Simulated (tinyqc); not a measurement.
Finnis-Sinclair potential for a bcc metal: fit to cohesion and elasticity, then vacancy, surfaces and structure: one step, computed by the program tinyqc. Command: `OMP_NUM_THREADS=1 python tinyqc.py 3112292 3112293 out.jsonl fsfit walk`. One thread of a shared host (Intel(R) Xeon(R) Processor @ 2.30GHz), about 0.01 s of CPU time with the checks.

E = (1/2) sum V(r) - A sqrt(rho), rho = sum phi(r), phi = (r - d)^2 for r < d, V = (r - c)^2 (c0 + c1 r + c2 r^2) for r < c. In bcc the 8 first neighbours lie at sqrt(3) a/2 and the 6 second at a; both cut-offs lie below the third shell; Omega = a^3/2; E is per atom and z the number of atoms in a shell. The four constants A, c0, c1, c2 are fitted to E_c, zero pressure, B and C12 - C44 alone, so C44 and C11 - C12 are not matched singly; defects are unrelaxed.

Problem. Three linear equations for c0, c1, c2. With v_k = (r - c)^2 r^k the rows are (1/2) sum z v_k, (1/2) sum z r v_k' and (1/2) sum z r^2 v_k''. With rho1 = sum z r phi' and rho2 = sum z r^2 phi'' the right-hand sides are: -E_c + A sqrt(rho) (cohesion); A rho1/(2 sqrt(rho)) (zero pressure); 9 B Omega + A [rho2/(2 sqrt(rho)) - rho1^2/(4 rho^(3/2))] with B = (C11 + 2 C12)/3.

Inputs (values chosen for the exercise, modelled on tantalum):
```
quantity             value      unit
lattice constant a   3.306  angstrom
cohesive energy E_c   8.19        eV
target C11             260       GPa
target C12             161       GPa
pair cut-off c/a     1.264         -
```

rho = 16.00597 angstrom^2

A = 2.698595 eV/angstrom

rho1 = -88.11411 angstrom^2

rho2 = 262.3113 angstrom^2

Constants: 1 eV/angstrom^3 = 160.2176634 GPa.

Give: matrix; right-hand side.

Solution.

matrix:
```
                 c0      c1      c2
cohesion        9.2    27.4    81.7
pressure      -47.4  -116.1  -272.8
bulk modulus  131.2   117.5  -327.2
```

right-hand side (eV): 2.6  -29.7  203.6
